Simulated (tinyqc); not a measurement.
# Changing the oxide density

Model: X-ray photoelectron analysis of a thin oxide on a semiconductor: attenuation lengths, thickness, angle series and band offsets. Computed by tinyqc, a small Python program. Command: `OMP_NUM_THREADS=1 python tinyqc.py 3112559 3112560 out.jsonl xps sweep`. One thread of a shared host (Intel(R) Xeon(R) Processor @ 2.30GHz), about 0.01 s of CPU time with the checks.

The same element is seen in the oxide and in the substrate, at nearly the same kinetic energy; films are flat and uniform, and the work function is ignored.

Inputs (values chosen for the exercise, modelled on SiO2 on 4H-SiC):

| quantity | value | unit |
|---|---|---|
| photon energy | 1486.6 | eV |
| binding energy of the core level | 100.5 | eV |
| oxide formula mass | 60.08 | g/mol |
| valence electrons per oxide formula | 16 | - |
| oxide gap | 8.91 | eV |
| substrate density | 3.21 | g/cm^3 |
| substrate formula mass | 40.1 | g/mol |
| valence electrons per substrate formula | 8 | - |
| substrate gap | 3.26 | eV |
| oxide thickness d | 5.7 | nm |
| emission angle from the normal | 45 | degrees |
| attenuation length over inelastic mean free path | 0.91 | - |
| carbon overlayer | 0.55 | nm |

Method:
- TPP-2M: lambda = E/(E_p^2 [b ln(c E) - C/E + D/E^2]) in angstrom, E_p = 28.8 sqrt(N_v rho/M), b = -0.10 + 0.944/sqrt(E_p^2 + E_g^2) + 0.069 rho^0.1, c = 0.191/sqrt(rho), U = N_v rho/M, C = 1.97 - 0.91 U, D = 53.4 - 20.8 U, with E = photon energy less binding energy in eV.
- Attenuation length L = factor x lambda.
- R_0 = (rho_o/M_o) L_o/((rho_s/M_s) L_s); peak ratio R = I_ox/I_sub = R_0 [exp(d/(L_o cos theta)) - 1]; hence d = L_o cos theta ln(1 + R/R_0). A carbon layer weakens both peaks alike, by exp(-d_C/(L_o cos theta)) if its L is taken equal to L_o. This R_0 leaves out intrinsic losses from the substrate peak, so calibrated values can be larger.

One run for each value:

| oxide density (g/cm^3) | L in the oxide (nm) | R_0 | ratio R |
|---|---|---|---|
| 1.77 | 3.7220 | 0.51567 | 3.9818 |
| 1.91 | 3.6532 | 0.54618 | 4.4156 |
| 2.05 | 3.5923 | 0.57644 | 4.8599 |
| 2.19 | 3.5376 | 0.60643 | 5.3146 |
| 2.34 | 3.4844 | 0.63823 | 5.8138 |
| 2.48 | 3.4389 | 0.66757 | 6.2910 |
| 2.62 | 3.3965 | 0.69657 | 6.7797 |
| 2.76 | 3.3567 | 0.72520 | 7.2803 |

Describe the trends.

Over the rows, L in the oxide (nm) falls from 3.72 to 3.36 (exponent d ln y / d ln x -0.25 between the first rows and -0.23 between the last); R_0 rises from 0.516 to 0.725 (exponent d ln y / d ln x about 0.77 throughout); ratio R rises from 3.98 to 7.28 (exponent d ln y / d ln x about 1.4 throughout).

Extremes, crossings and ranges named in words are read from the listed rows.
